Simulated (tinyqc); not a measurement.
Bias dependence of the times: oxide trap near a transistor channel: two-state multiphonon kinetics, telegraph noise and bias instability. Computed by tinyqc, a small Python program. Command: `OMP_NUM_THREADS=1 python tinyqc.py 3014157 3014158 out.jsonl oxidetrap walk`. One thread of a shared host (Intel(R) Xeon(R) Processor @ 2.30GHz), about 0.01 s of CPU time with the checks.

An n-channel device under positive gate bias. The trap is empty (state 1) or holds an electron (state 2); both states are parabolas of equal curvature, and the electron reservoir is taken at the Fermi level of the channel.

Inputs (values chosen for the exercise, with an insulator like Si3N4 on silicon):
```
quantity                                value   unit
insulator constant eps_ox                6.99      -
trap depth x from the interface          0.37     nm
tunnel barrier phi_b                     2.15     eV
tunnelling mass m_ox                     0.41    m_0
trap level above E_F at zero field E_t   0.26     eV
relaxation energy E_R                    0.81     eV
oxide field F                             6.3  MV/cm
attempt rate k_0 at the interface       1e+12    1/s
temperature T                             450      K
```

Parts treated: one trap and an ensemble.

Constants: hbar^2/(2 m_0) = 3.80998212 eV angstrom^2; k_B = 8.617333262e-05 eV/K.

Method. kappa = sqrt(2 m_ox phi_b)/hbar = sqrt(m_ox phi_b/(hbar^2/2m_0)); attenuation length lambda = 1/(2 kappa); factor exp(-x/lambda) for a rectangular barrier. E_21 = E_t - e F x is the energy of state 2 over state 1; barriers E_c = (E_R + E_21)^2/(4 E_R), E_e = E_c - E_21; tau_c = exp(E_c/k_B T)/(k_0 P), tau_e = exp(E_e/k_B T)/(k_0 P), P the tunnelling factor; occupation f_2 = tau_e/(tau_c + tau_e); 1/tau_0 = 1/tau_c + 1/tau_e.

tunnelling factor = 0.0284548

Against field:
```
F (MV/cm)  E_21 (eV)   tau_c (s)   tau_e (s)         f_2
0.00         0.26000  3.1868e-07  3.9037e-10  1.2235e-03
1.89         0.19007  1.0069e-07  7.4864e-10  7.3806e-03
3.78         0.12014  3.4387e-08  1.5520e-09  4.3184e-02
5.04         0.07352  1.7544e-08  2.6347e-09  1.3057e-01
6.30         0.02690  9.2657e-09  4.6303e-09  3.3321e-01
7.56        -0.01972  5.0660e-09  8.4239e-09  6.2446e-01
9.45        -0.08965  2.1853e-09  2.2057e-08  9.0986e-01
```

ln(tau_c/tau_e) falls by e x/k_B T = 0.954 per MV/cm, which measures the depth x if the change of surface potential with bias is left aside. Over these rows tau_c shortens by 2.16 decades and tau_e lengthens by 1.75; the shares differ because E_21 is not small against E_R. The times cross at F = E_t/(e x) = 7.03 MV/cm. Caution: a field 1.5 times as high comes near the usual breakdown field of such an insulator.

Extremes, crossings and ranges named in words are read from the listed rows.
